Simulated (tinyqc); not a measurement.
Worked calculation: lattice vibrations of a chain. Computed by tinyqc, a small Python program that keeps every step. Command: `OMP_NUM_THREADS=1 python tinyqc.py 24571 24572 out.jsonl` (the two numbers bound the seeds that draw the settings). One thread of a shared host (Intel(R) Xeon(R) Processor @ 2.60GHz), about 0.01 s of CPU time with the checks.

## Dynamical matrix at q = 0.24

A chain moving along its axis:
```
atom  mass (u)  spring to the next atom (eV/angstrom^2)
1      72.4000                                   3.7000
2      54.2000                                  21.2000
```

q is in units of 2 pi/a. A spring k from atom i to atom j, n cells on, adds k to Phi_ii and Phi_jj, -k exp(2 pi i q n) to Phi_ij and the conjugate to Phi_ji (for one atom a cell: 2k (1 - cos 2 pi q n)); D_ij = Phi_ij / sqrt(m_i m_j).

D(q) (eV/(angstrom^2 u)):
```
                 1                2
1           0.3439  -0.0803+0.3378i
2  -0.0803-0.3378i           0.4594
```

## Frequencies

omega^2 are the eigenvalues; wavenumber = 521.4708 sqrt(eigenvalue) 1/cm.

eigenvalues: 0.0497  0.7536

wavenumbers (1/cm): 116.3  452.7

weights |e|^2 of the mass-weighted modes:
```
        mode 1  mode 2
atom 1  0.5820  0.4180
atom 2  0.4180  0.5820
```

## Dispersion and heat capacity

C/k_B per atom = mean over q = (j + 1/2)/80, j = 0..39 and all branches of y^2 e^y/(e^y - 1)^2, y = hc wavenumber / k_B T.

Wavenumbers (1/cm):
```
q       branch 1  branch 2
0.0000    0.0000  467.3881
0.0625   32.1721  466.2795
0.1250   63.5483  463.0478
0.1875   93.2775  457.9857
0.2500  120.3943  451.6158
0.3125  143.7607  444.7297
0.3750  162.0453  438.3981
0.4375  173.8249  433.8623
0.5000  177.9108  432.2029
```

Heat capacity:
```
T (K)  C/k_B per atom
20             0.0904
50             0.2441
100            0.4277
200            0.6917
300            0.8294
600            0.9504
1200           0.9871
```

zero-point energy per atom = 17.3827 meV
